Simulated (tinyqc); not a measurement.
# MOS inversion layer, Poisson-Schroedinger loop: effect of the sheet density of electrons

Electrons confined at an insulator interface at z = 0, treated as a hard wall; parabolic valleys, Hartree approximation, no image or exchange terms. The depletion charge lies far deeper than the electrons and gives a uniform field q Nd/(eps0 eps_r); the gate balances all charge. Energies are counted from the band edge at the interface.

Schroedinger equation -(C/mz) psi'' + (V0 + U) psi = E psi, C = hbar^2/(2 m0), psi(0) = 0, on a uniform mesh of 800 nodes with a far wall at 36 nm, 8 levels a set; V0 = q Nd z/(eps0 eps_r); dU/dz = q (Ns - integral of n from 0 to z)/(eps0 eps_r), U(0) = 0; N_k = g md m0 q Vt/(pi hbar^2) ln(1 + exp((EF - E_k)/Vt)), g the number of valleys of the set, sum N_k = Ns. Triangular well: E_k = a_k (C F^2/mz)^(1/3), a_1 = 2.338107, a_2 = 4.087949, C = hbar^2/(2 m0), F in eV/nm. Fang-Howard (all electrons in the lowest level of set A): b^3 = 6 (mz1/C) q (Nd + 11 Ns/32)/(eps0 eps_r), centroid 3/b, level C b^2/(4 mz1) + (3/b) q (Nd + 11 Ns/16)/(eps0 eps_r). The centroid adds 3.9 z_av/eps_r to an oxide-equivalent thickness. Shares under 0.0001 % are printed as 0.

Values chosen for this exercise; masses and permittivity close to those of silicon (111): temperature T = 400 K; relative permittivity eps_r = 11.6; mass along z of valley set A (6 valley(s)) mz1 = 0.257 m0; in-plane density-of-states mass of set A md1 = 0.356 m0; sheet density of depletion charge Nd = 5.6e11 cm^-2.

Constants: q = 1.602176634e-19 C, kB = 1.380649e-23 J/K, hbar = 1.054571817e-34 J s, m0 = 9.1093837015e-31 kg, Vt = kB T/q, eps0 = 8.8541878128e-14 F/cm where lengths are in cm, hbar^2/(2 m0) = 0.0380998212 eV nm^2. Results are converted to the units shown.

Results:

| Ns (cm^-2) | A1 (meV) | A2 (meV) | EF (meV) | share of A1 (%) | share of A2 (%) | centroid z_av (nm) | added oxide equivalent (nm) | Fang-Howard centroid (nm) |
|---|---|---|---|---|---|---|---|---|
| 1e11 | 57.4 | 98.2 | -154 | 65.8 | 20.1 | 5.51 | 1.85 | 4.16 |
| 2.1e11 | 62.6 | 105 | -123 | 67.0 | 19.6 | 5.34 | 1.80 | 4.07 |
| 4.5e11 | 73.2 | 119 | -84.9 | 69.4 | 18.5 | 5.03 | 1.69 | 3.91 |
| 9.7e11 | 93.8 | 146 | -35.5 | 73.4 | 16.5 | 4.52 | 1.52 | 3.63 |
| 4.4e12 | 197 | 273 | 127 | 85.5 | 9.79 | 3.12 | 1.05 | 2.74 |
| 9.4e12 | 310 | 408 | 270 | 91.3 | 6.07 | 2.43 | 0.818 | 2.24 |
| 2e13 | 498 | 626 | 493 | 95.5 | 3.18 | 1.86 | 0.626 | 1.79 |

Estimate the missing row, Ns = 2.1e12 cm^-2.

Computed row:

| Ns (cm^-2) | A1 (meV) | A2 (meV) | EF (meV) | share of A1 (%) | share of A2 (%) | centroid z_av (nm) | added oxide equivalent (nm) | Fang-Howard centroid (nm) |
|---|---|---|---|---|---|---|---|---|
| 2.1e12 | 132 | 194 | 32.7 | 79.2 | 13.5 | 3.84 | 1.29 | 3.22 |

With this row back in the table: As Ns goes from 1e11 to 2e13, A1 rises from 57.4 to 498 meV, the share of A1 rises from 65.8 to 95.5 % and the centroid falls from 5.51 to 1.86 nm. A1 goes as Ns^(0.63) between the last two rows (a triangular well in the field of that charge alone gives 2/3). The Fang-Howard centroid is 25 % below the full one in the first row, where A1 holds 65.8 %, and 3.8 % below it in the last, where A1 holds 95.5 %.

Program tinyqc, `OMP_NUM_THREADS=1 python tinyqc.py 2160087 2160088 out.jsonl`; Intel Xeon 2.30GHz, shared host, one thread, about 0.3 s.
